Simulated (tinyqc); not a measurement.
Dopants and charged point defects at anneal temperature: Fermi-level effect, clustering and pairing: one step, computed by the program tinyqc. Command: `OMP_NUM_THREADS=1 python tinyqc.py 3008287 3008288 out.jsonl pairing walk`. One thread of a shared host (Intel(R) Xeon(R) Processor @ 2.30GHz), about 0.02 s of CPU time with the checks.

Boltzmann statistics and full ionisation of active dopants. Energies are counted from the valence band; the defect (a vacancy or self-interstitial) has five charge states, with all degeneracy factors one.

Problem. Carrier density and Fermi level. p = A/2 + sqrt(A^2/4 + n_i^2) for an active density A. chi = n/n_i (for acceptors n_i/p); E_F = E_i + k_B T ln chi; field enhancement h = 1 + A/sqrt(A^2 + 4 n_i^2).

Inputs (values chosen for the exercise, with bands modelled on germanium): anneal temperature T = 800 K.

Dopant: acceptor. Second part: clustering of the dopant.

active density A = 2.342391e+19 cm^-3

n_i = 1.156730e+18 cm^-3

E_i = 0.2052874 eV

k_B T = 0.06893867 eV

Give: p; chi; E_F; field enhancement h.

Solution.

p = 2.348e+19 cm^-3

chi = 0.04926

E_F = -0.002259 eV

field enhancement h = 1.995

The doping is 20.3 n_i: extrinsic conditions. Caution: the carrier density exceeds the effective density of states, where Boltzmann statistics understate the shift of E_F and so the density of charged defects (gap narrowing, also left out, works the other way).
